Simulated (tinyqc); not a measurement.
Undoped symmetric double-gate MOSFET, analytic potential model: two steps of the calculation.

An undoped body of thickness ts between two equal insulators and tied gates; long channel, electrons only, n = ni exp((psi - V)/Vt) with V the quasi-Fermi potential (0 at the source, Vd at the drain), constant mobility, no quantisation. Across the body psi(x) = V - 2 Vt ln[(ts/(2 beta)) sqrt(q ni/(2 eps0 eps_r Vt)) cos(2 beta x/ts)], x from the centre. Q is the electron charge per area of the whole body.

Parameters, values chosen for the exercise; material values those of a made-up semiconductor:
```
symbol    value   unit                                             meaning
T           273      K                                         temperature
Eg         1.29     eV                                            band gap
eps_r      10.7                 relative permittivity of the semiconductor
Nc       2.6e19  cm^-3              conduction-band density of states at T
Nv      1.79e19  cm^-3                 valence-band density of states at T
eox         3.9                relative permittivity of the gate insulator
tox         2.5     nm                                 insulator thickness
ts           10     nm                                      body thickness
dphi       0.23      V  gate work function less that of the intrinsic body
Vg         1.12      V                                        gate voltage
```

Constants: q = 1.602176634e-19 C, kB = 1.380649e-23 J/K, Vt = kB T/q, eps0 = 8.8541878128e-14 F/cm where lengths are in cm. Results are converted to the units shown.

Question 1. Constants of the body. ni = sqrt(Nc Nv) exp(-Eg/(2 Vt)), Eg in volts; r = eps_r tox/(eox ts); V0 = dphi + 2 Vt ln[(2/ts) sqrt(2 eps0 eps_r Vt/(q ni))].

Wanted: ni; r; V0.

Answer 1.

ni = 2.671e7 cm^-3
r = 0.6859
V0 = 0.8053 V

Question 2. beta at the source by Newton steps in z = ln(tan beta). With V = 0, t = exp(z), beta = arctan(t): f = ln(beta) + (1/2) ln(1 + t^2) + 2 r beta t - (Vg - V0)/(2 Vt); with c = t/(1 + t^2), df/dz = c/beta + t c + 2 r t (c + beta); z(new) = z - f/(df/dz).

z at the start = 0
r = 0.68589744
V0 = 0.80525921 V

Give: beta; f; df/dz; z after iteration 1.

Answer 2.

beta = 0.7854
f = -5.507
df/dz = 2.900
z after iteration 1 = 1.899

Numbers from tinyqc (`OMP_NUM_THREADS=1 python tinyqc.py 2440104 2440105 out.jsonl`; about 0.02 s on one thread of a shared Intel Xeon 2.30GHz).
